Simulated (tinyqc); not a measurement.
Ferroelectric switching, Landau-Khalatnikov equation: two steps of the calculation.

One domain: rho dP/dt = E - (2 al P + 4 be P^3), with al = -3 sqrt(3) Ec/(4 Pr), be = 3 sqrt(3) Ec/(8 Pr^3), so that the static loop has remanence Pr and coercive field Ec. With P in uC/cm^2, E in kV/cm, rho in ohm m and t in ns, dP/dt = [E - 2 al P - 4 be P^3]/(100 rho).

Inputs (values chosen for the exercise); remanent polarisation and coercive field close to those of a vinylidene fluoride copolymer films:
- Pr = 8.4 uC/cm^2 (remanent polarisation)
- Ec = 530 kV/cm (static coercive field)
- rho = 1.4 ohm m (viscosity of the polarisation)
- Em = 1400 kV/cm (field amplitude)
- dt = 0.51 ns (time step)

Problem 1. Landau coefficients and time scales. al = -3 sqrt(3) Ec/(4 Pr), be = 3 sqrt(3) Ec/(8 Pr^3). Relaxation time at remanence tau = 100 rho/(-4 al); final state: the largest root Pf of 2 al P + 4 be P^3 = Em; relaxation time there 100 rho/(2 al + 12 be Pf^2).

Wanted: al; be; tau; Pf; relaxation time at Pf.

Solution 1.

al = -81.96 kV cm/uC
be = 0.5808 kV cm^5/uC^3
tau = 0.4270 ns
Pf = 11.16 uC/cm^2
relaxation time at Pf = 0.1988 ns

Problem 2. One time step. The constant field E = Em acts from t = 0. Implicit Euler: P(new) solves P(new) = P + dt dP/dt(P(new)), a cubic with one real root; the rate listed is (P(new) - P)/dt.

P at t = 0 = -8.4 uC/cm^2
al = -81.963119 kV cm/uC
be = 0.58080441 kV cm^5/uC^3

Find: dP/dt; P after step 1.

Solution 2.

dP/dt = 6.2471 uC/(cm^2 ns)
P after step 1 = -5.2140 uC/cm^2

Program tinyqc, `OMP_NUM_THREADS=1 python tinyqc.py 2860127 2860128 out.jsonl`; Intel Xeon 2.30GHz, shared host, one thread, about 0.09 s.
